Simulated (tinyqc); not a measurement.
Contact radius against thickness: four-point probe, van der Pauw, Hall and spreading-resistance readings of a semiconductor layer. Computed by tinyqc, a small Python program. Command: `OMP_NUM_THREADS=1 python tinyqc.py 3110306 3110307 out.jsonl probe walk`. One thread of a shared host (Intel(R) Xeon(R) Processor @ 2.30GHz), about 0.01 s of CPU time with the checks.

The layer is uniform and ohmic; contacts are points unless a radius is given.

Inputs (values chosen for the exercise, modelled on p-type silicon): carrier density n = 1.4e+15 1/cm^3; drift mobility mu = 406 cm^2/(V s); layer thickness t = 1800 micrometre.

Backing of the layer: conducting.

Constants: e = 1.602176634e-19 C.

Method:
- rho = 1/(e n mu); R_s = rho/t.
- Flat disc contact with the current density of a half-space: R = (rho/(4 a)) c, c = (4/pi) int_0^infinity K(x t/a) sin(x) J1(x)/x^2 dx for a conducting backing, K = tanh, with the voltage averaged over the disc; c tends to 1 for t >> a.
- Compared with (2/pi) arctan(2 t/a) and with the column value 4 t/(pi a).

resistivity rho = 10.9808 ohm cm

At the given t:
```
t/a,c,arctan form,column form,R (ohm)
0.1,0.10891,0.12567,1.2732e-01,1.6610e-01
0.2,0.20149,0.24224,2.5465e-01,6.1460e-01
0.5,0.41490,0.50000,6.3662e-01,3.1639e+00
1.0,0.62068,0.70483,1.2732e+00,9.4660e+00
2.0,0.78894,0.84404,2.5465e+00,2.4064e+01
5.0,0.91241,0.93655,6.3662e+00,6.9576e+01
10.0,0.95596,0.96820,1.2732e+01,1.4579e+02
30.0,0.98529,0.98939,3.8197e+01,4.5081e+02
```

The arctan form misses c by at most about 21 % over these rows; the column form is off by +17 % at t/a = 0.1 and by +105 % at t/a = 1, where the current spreads beyond the disc.
